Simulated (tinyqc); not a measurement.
# Tunnelling through a gate dielectric with the two-band (Franz) dispersion, WKB transmission and Tsu-Esaki current: what changes with what

Electrons leave the emitter at x = 0. Energies E (motion across the layers) are in eV from the emitter Fermi level; the collector Fermi level lies at -V and offers states at every E. No charge in the dielectric and no image force: F1 = V/t1, U = phi1 - F1 x. With C = hbar^2/(2 m0), kappa = sqrt(m u (1 - u/Egx)/C), u = U - E where U > E and 0 elsewhere; T(E) = exp(-S), S = 2 times the integral of kappa over x.

Parameters, values chosen for the exercise; dielectric values close to those of hafnium oxide:

| symbol | value | unit | meaning |
|---|---|---|---|
| T | 300 | K | temperature |
| Ef | 0.39 | eV | Fermi energy of the emitter above its band bottom |
| me | 1 | m0 | emitter mass in the supply function |
| phi1 | 1.56 | eV | barrier of layer 1 above the emitter Fermi level at zero bias |
| m1 | 0.19 | m0 | tunnelling mass of layer 1 |
| t1 | 7.5 | nm | thickness of layer 1 |
| Egx | 4.9 | eV | gap parameter of the two-band dispersion, set freely |
| V | 2.9 | V | voltage across the dielectric |

Constants: q = 1.602176634e-19 C, kB = 1.380649e-23 J/K, hbar = 1.054571817e-34 J s, m0 = 9.1093837015e-31 kg, Vt = kB T/q, hbar^2/(2 m0) = 0.0380998212 eV nm^2. Results are converted to the units shown.

Each table varies one quantity; the others keep the values above.

## Current against voltage

Each layer adds (2/F) sqrt(m/C) [G(u at its left edge) - G(u at its right edge)] to S, with u = U - E (0 where negative) and G(u) = Egx^1.5 (th - sin(4 th)/4)/4, th = arcsin sqrt(u/Egx). J = J0 times the integral of T(E) N(E) dE, N = ln[(1 + exp(-E/Vt))/(1 + exp((-E - V)/Vt))], J0 = q^2 me m0 kB T/(2 pi^2 hbar^3) (times 1e-4 for A/cm^2 per eV), from E = -Ef to far above the barrier (T = 1 there), by quadrature converged to the digits shown.

Current against voltage:
```
V (V),S at E = 0,T(E = 0),J (A/cm^2),mean E of the current (eV)
0.2,33.90,1.895e-15,5.426e-7,-0.1800
0.6,32.27,9.690e-15,2.412e-6,-0.1802
1,30.05,8.870e-14,1.543e-5,-0.1540
1.4,26.91,2.064e-12,2.291e-4,-0.1107
1.8,21.71,3.715e-10,0.02507,-0.05202
2.2,17.77,1.925e-8,1.632,-0.08179
2.6,15.03,2.962e-7,31.58,-0.1058
3,13.03,2.198e-6,288.3,-0.1248
3.4,11.50,1.018e-5,1602,-0.1401
```

Read the table: what changes, and by how much?

J rises from 5.43e-7 to 1600 A/cm^2, by 1.62 decades a volt between the first two rows and 1.86 between the last two. From V = 1.8 V on (among the rows) a band edge falls below the emitter Fermi level, so electrons at E = 0 no longer cross the full thickness.

## Two-band against parabolic dispersion

Same model as above.

The parabolic value uses G(u) = (2/3) u^1.5.

The same in every row: S at E = 0, parabolic = 15.004.

Two-band against parabolic dispersion:
```
Egx (eV),"S at E = 0, two-band",ratio of the two T
2.5,11.766,25.468
3.3,12.652,10.504
4,13.103,6.6933
4.8,13.443,4.7623
5.5,13.654,3.8564
6.3,13.835,3.2198
7,13.957,2.8490
7.8,14.069,2.5477
```

S rises from 11.8 to 14.1 towards the parabolic 15.0. The factor 1 - u/Egx lowers kappa, so T exceeds the parabolic value by a factor of 25.5 in the first row and 2.55 in the last.

Computed by the program tinyqc: `OMP_NUM_THREADS=1 python tinyqc.py 2540148 2540149 out.jsonl`, one thread of a shared Intel Xeon 2.30GHz, about 0.03 s for the whole run.
